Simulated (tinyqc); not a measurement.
## p-n diode with diffusion and depletion-layer recombination: currents and ideality against junction voltage

Abrupt junction in the depletion approximation, low injection, full ionisation, neutral widths fixed, ohmic contact on the p side. Vj is the junction voltage; where a series resistance Rs is given, V = Vj + J Rs is the terminal voltage.

ni = sqrt(Nc Nv) exp(-Eg/(2 Vt)), Eg in volts; D = mu Vt; Ln = sqrt(Dn tn), Lp = sqrt(Dp tp); J0n = q ni^2 Dn coth(wp/Ln)/(Ln Na); J0p = (q ni^2 Dp/(Lp Nd)) (s + tanh(wn/Lp))/(1 + s tanh(wn/Lp)), s = Sp Lp/Dp. J_diff = (J0n + J0p)(exp(Vj/Vt) - 1). Vbi = Vt ln(Na Nd/ni^2), W = sqrt(2 eps0 eps_r (Vbi - Vj)(1/Na + 1/Nd)/q), xp = W Nd/(Na + Nd), xn = W Na/(Na + Nd); u(x) = q Na (x + xp)^2/(2 eps0 eps_r) for x < 0 and Vbi - Vj - q Nd (xn - x)^2/(2 eps0 eps_r) for x > 0; p = Na exp(-u/Vt), n = Nd exp((u - Vbi + Vj)/Vt); U = ni^2 (exp(Vj/Vt) - 1)/(tp (n + ni exp(Et/Vt)) + tn (p + ni exp(-Et/Vt))); J_scr = q times the integral of U from -xp to xn. J = J_diff + J_scr. Ideality = (1/Vt) dVj/d ln J or (1/Vt) dV/d ln J; last column ni^2 exp(Vj/Vt)/N^2.

Parameters, values chosen for the exercise; band and dielectric values those of a made-up semiconductor: temperature T = 293 K; band gap Eg = 4.17 eV; relative permittivity eps_r = 11.4; conduction-band density of states at T Nc = 1.7e18 cm^-3; valence-band density of states at T Nv = 5.19e19 cm^-3; acceptor density Na = 3.1e16 cm^-3; donor density Nd = 6.7e15 cm^-3; electron mobility in the p side mun = 800 cm^2/(V s); hole mobility in the n side mup = 23 cm^2/(V s); electron lifetime tn = 1e-6 s; hole lifetime tp = 5e-7 s; neutral width of the p side wp = 0.54 um; neutral width of the n side wn = 0.56 um; recombination velocity at the n contact Sp = 1e7 cm/s; series resistance Rs = 0.013 ohm cm^2; trap level above the intrinsic level Et = 0 eV.

Constants: q = 1.602176634e-19 C, kB = 1.380649e-23 J/K, Vt = kB T/q, eps0 = 8.8541878128e-14 F/cm where lengths are in cm. Results are converted to the units shown.

Currents and ideality against junction voltage:
```
Vj (V)	J_diff (A/cm^2)	J_scr (A/cm^2)	J (A/cm^2)	V (V)	ideality against Vj	ideality against V	minority/doping, lighter side
0.96	1.176e-47	3.807e-28	3.807e-28	0.9600	1.982	1.982	1.201e-49
1.3	8.293e-42	3.408e-25	3.408e-25	1.300	1.980	1.980	8.467e-44
1.64	5.847e-36	3.080e-22	3.080e-22	1.640	1.977	1.977	5.969e-38
1.98	4.122e-30	2.820e-19	2.820e-19	1.980	1.972	1.972	4.209e-32
2.33	4.319e-24	3.216e-16	3.216e-16	2.330	1.966	1.966	4.409e-26
2.67	3.045e-18	3.086e-13	3.086e-13	2.670	1.955	1.955	3.109e-20
3.01	2.147e-12	3.114e-10	3.136e-10	3.010	1.924	1.924	2.192e-14
3.35	1.513e-6	3.524e-7	1.866e-6	3.350	1.097	1.097	1.545e-8
3.69	1.067	6.603e-4	1.068	3.704	1.000	1.550	0.01089
```

The ideality against Vj falls from 1.98 to 1.00. Diffusion overtakes recombination in the layer between Vj = 3.01 and 3.35 V. J_scr alone has an ideality of 1.98 between the first two rows and 1.79 between the last two. From Vj = 3.69 V the series resistance raises the terminal ideality by over a tenth; there J Rs = 0.55 Vt.

Program tinyqc, `OMP_NUM_THREADS=1 python tinyqc.py 2260127 2260128 out.jsonl`; Intel Xeon 2.30GHz, shared host, one thread, about 0.01 s.
